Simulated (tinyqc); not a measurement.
# Thin-film transistor with exponential tail and deep states, accumulation layer: several studies

An undoped film in accumulation, thicker than the space-charge layer. With band bending psi the Fermi level lies E0 - psi below the band edge. Free electrons n = n0 exp(psi/Vt) carry the current; electrons in two exponential distributions of traps, a = a0 exp(psi/Va) and d = d0 exp(psi/Vp), do not. Linear regime, ohmic contacts, traps in equilibrium.

Parameters, values chosen for the exercise; values close to those of amorphous indium gallium zinc oxide:
```
symbol   value        unit                                        meaning
T          250           K                                    temperature
eps_r       10                 relative permittivity of the semiconductor
Nc      5.7e18       cm^-3                     density of extended states
mb          20  cm^2/(V s)                                  band mobility
Nt      3.6e18       cm^-3                   total density of tail states
Tt         370           K         characteristic temperature of the tail
Nd      5.8e16       cm^-3                   total density of deep states
Td        2100           K  characteristic temperature of the deep states
E0        0.43          eV           bulk Fermi level below the band edge
Ci          17     nF/cm^2                               gate capacitance
WL           2                                                  ratio W/L
Vd         0.2           V                                  drain voltage
Vg          11           V                   gate voltage above flat band
```

Constants: q = 1.602176634e-19 C, kB = 1.380649e-23 J/K, Vt = kB T/q, eps0 = 8.8541878128e-14 F/cm where lengths are in cm. Results are converted to the units shown.

Each table varies one quantity; the others keep the values above.

## Effect of the characteristic temperature of the tail

Va = kB Tt/q, Vp = kB Td/q; n0 = Nc exp(-E0/Vt), a0 = Nt th(T/Tt) exp(-E0/Va), d0 = Nd th(T/Td) exp(-E0/Vp), th(x) = pi x/sin(pi x). G(psi) = sum over the three kinds of c0 [V (exp(psi/V) - 1) - psi], field F = sqrt(2 q G/(eps0 eps_r)); Vg = psi + eps0 eps_r F/Ci at the surface. Total charge Q = Ci (Vg - psi_s); free charge Qf = q times the integral of n0 (exp(psi/Vt) - 1)/F over psi from 0 to psi_s; I = (W/L) mb Qf Vd; effective mobility mb Qf/Q.

Results:

| Tt (K) | E0 - psi_s (eV) | Q (nC/cm^2) | free share (%) | effective mobility (cm^2/(V s)) | I (nA) |
|---|---|---|---|---|---|
| 310 | 0.04122 | 180.4 | 12.53 | 2.505 | 180.8 |
| 350 | 0.03809 | 180.3 | 13.88 | 2.776 | 200.2 |
| 430 | 0.03866 | 180.3 | 12.63 | 2.526 | 182.2 |
| 470 | 0.04035 | 180.4 | 11.35 | 2.269 | 163.7 |
| 510 | 0.04259 | 180.4 | 9.969 | 1.994 | 143.9 |
| 550 | 0.04525 | 180.5 | 8.614 | 1.723 | 124.4 |
| 590 | 0.04825 | 180.5 | 7.342 | 1.468 | 106.0 |

Estimate the missing row, Tt = 390 K.

Computed row:

| Tt (K) | E0 - psi_s (eV) | Q (nC/cm^2) | free share (%) | effective mobility (cm^2/(V s)) | I (nA) |
|---|---|---|---|---|---|
| 390 | 0.03773 | 180.3 | 13.61 | 2.723 | 196.4 |

With this row back in the table: As Tt goes from 310 to 590 K, the free share goes from 12.5 through a maximum of 13.9 (at Tt = 350 K among the rows listed) to 7.34 %, the distance of the Fermi level from the edge goes from 0.0412 through a minimum of 0.0377 (at Tt = 390 K among the rows listed) to 0.0483 eV and the current goes from 181 through a maximum of 200 (at Tt = 350 K among the rows listed) to 106 nA. Q varies by only 0.099 %: the gate sets the charge, the traps decide how much of it moves. For Tt = 310 to 510 K the surface Fermi level is within 2 Vt of the band edge, where the exponential forms fail. In every row the th form, which assumes a Fermi level far below the edge, overcounts the filled tail at the surface by more than 15 %.

## Effect of the gate capacitance

Same model as above.

Result of one run:

| Ci (nF/cm^2) | E0 - psi_s (eV) | Q (nC/cm^2) | free share (%) | effective mobility (cm^2/(V s)) | I (nA) |
|---|---|---|---|---|---|
| 8.4 | 0.08233 | 89.48 | 6.676 | 1.335 | 47.79 |

What becomes of these results when the gate capacitance Ci is changed from 8.4 to 21 nF/cm^2, all else the same?

Result of the changed run:

| Ci (nF/cm^2) | E0 - psi_s (eV) | Q (nC/cm^2) | free share (%) | effective mobility (cm^2/(V s)) | I (nA) |
|---|---|---|---|---|---|
| 21 | 0.02513 | 222.5 | 16.59 | 3.317 | 295.2 |

The whole series:

| Ci (nF/cm^2) | E0 - psi_s (eV) | Q (nC/cm^2) | free share (%) | effective mobility (cm^2/(V s)) | I (nA) |
|---|---|---|---|---|---|
| 3.4 | 0.1516 | 36.45 | 1.457 | 0.2914 | 4.249 |
| 5.3 | 0.1150 | 56.63 | 3.476 | 0.6951 | 15.75 |
| 8.4 | 0.08233 | 89.48 | 6.676 | 1.335 | 47.79 |
| 13 | 0.05413 | 138.1 | 10.80 | 2.160 | 119.3 |
| 21 | 0.02513 | 222.5 | 16.59 | 3.317 | 295.2 |

As Ci goes from 3.4 to 21 nF/cm^2, the free share rises from 1.46 to 16.6 %, the distance of the Fermi level from the edge falls from 0.152 to 0.0251 eV and the current rises from 4.25 to 295 nA. At Ci = 21 nF/cm^2 the surface Fermi level is within 2 Vt of the band edge, where the exponential forms fail. For Ci = 5.3 to 21 nF/cm^2 the th form, which assumes a Fermi level far below the edge, overcounts the filled tail at the surface by more than 15 %.

## Effect of the total density of deep states

Same model as above.

Result of one run:

| Nd (cm^-3) | E0 - psi_s (eV) | Q (nC/cm^2) | free share (%) | effective mobility (cm^2/(V s)) | I (nA) |
|---|---|---|---|---|---|
| 2e17 | 0.04140 | 180.4 | 10.89 | 2.177 | 157.1 |

What becomes of these results when the total density of deep states Nd is changed from 2e17 to 1.4e16 cm^-3, all else the same?

Result of the changed run:

| Nd (cm^-3) | E0 - psi_s (eV) | Q (nC/cm^2) | free share (%) | effective mobility (cm^2/(V s)) | I (nA) |
|---|---|---|---|---|---|
| 1.4e16 | 0.03660 | 180.3 | 15.10 | 3.020 | 217.8 |

The whole series:

| Nd (cm^-3) | E0 - psi_s (eV) | Q (nC/cm^2) | free share (%) | effective mobility (cm^2/(V s)) | I (nA) |
|---|---|---|---|---|---|
| 5.8e15 | 0.03640 | 180.3 | 15.37 | 3.073 | 221.6 |
| 1.4e16 | 0.03660 | 180.3 | 15.10 | 3.020 | 217.8 |
| 3.4e16 | 0.03710 | 180.3 | 14.51 | 2.902 | 209.3 |
| 8.2e16 | 0.03831 | 180.3 | 13.29 | 2.658 | 191.7 |
| 2e17 | 0.04140 | 180.4 | 10.89 | 2.177 | 157.1 |
| 4.8e17 | 0.04952 | 180.5 | 6.871 | 1.374 | 99.23 |
| 1.2e18 | 0.07574 | 181.0 | 1.836 | 0.3672 | 26.58 |

As Nd goes from 5.8e15 to 1.2e18 cm^-3, the free share falls from 15.4 to 1.84 %, the distance of the Fermi level from the edge rises from 0.0364 to 0.0757 eV and the current falls from 222 to 26.6 nA. Q varies by only 0.37 %: the gate sets the charge, the traps decide how much of it moves. For Nd = 5.8e15 to 2e17 cm^-3 the surface Fermi level is within 2 Vt of the band edge, where the exponential forms fail. In every row the th form, which assumes a Fermi level far below the edge, overcounts the filled tail at the surface by more than 15 %.

Computed by the program tinyqc: `OMP_NUM_THREADS=1 python tinyqc.py 2610121 2610122 out.jsonl`, one thread of a shared Intel Xeon 2.30GHz, about 0.02 s for the whole run.
